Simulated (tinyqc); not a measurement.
From results back to parameters: ellipsoidal valleys in the axes of a wafer and a channel. Four cases, with inputs chosen for the exercise.

Problem. A valley whose axis makes az^2 = 0.111111 with the surface normal has 1/mz = az^2/ml + (1 - az^2)/mt and mz md^2 = ml mt^2. Its confinement and density-of-states masses are given, and ml > mt.

Find: ml mt^2; mt; ml.

Method. Put ml = (mz md^2)/mt^2 into the first relation and solve for mt below (mz md^2)^(1/3), the value at which ml = mt; a scan of that range finds one root.

Case 1.

mz, md (m0): 0.0839594  0.3562186

Solution.

ml mt^2 = 0.010654
mt = 0.075 m0
ml = 1.894 m0

Case 2.

mz, md (m0): 0.0861812  0.3585825

Solution.

ml mt^2 = 0.011081
mt = 0.077 m0
ml = 1.869 m0

Case 3.

mz, md (m0): 0.0927723  0.3443669

Solution.

ml mt^2 = 0.011002
mt = 0.083 m0
ml = 1.597 m0

Case 4.

mz, md (m0): 0.0905548  0.3413283

Solution.

ml mt^2 = 0.010550
mt = 0.081 m0
ml = 1.608 m0

Computed by tinyqc, one run a case: `OMP_NUM_THREADS=1 python tinyqc.py N N+1 out.jsonl` with N = 1851095, 1880135, 1880153, 1880180; one thread of a shared Intel(R) Xeon(R) Processor @ 2.30GHz, about 0.01 s a run at most.
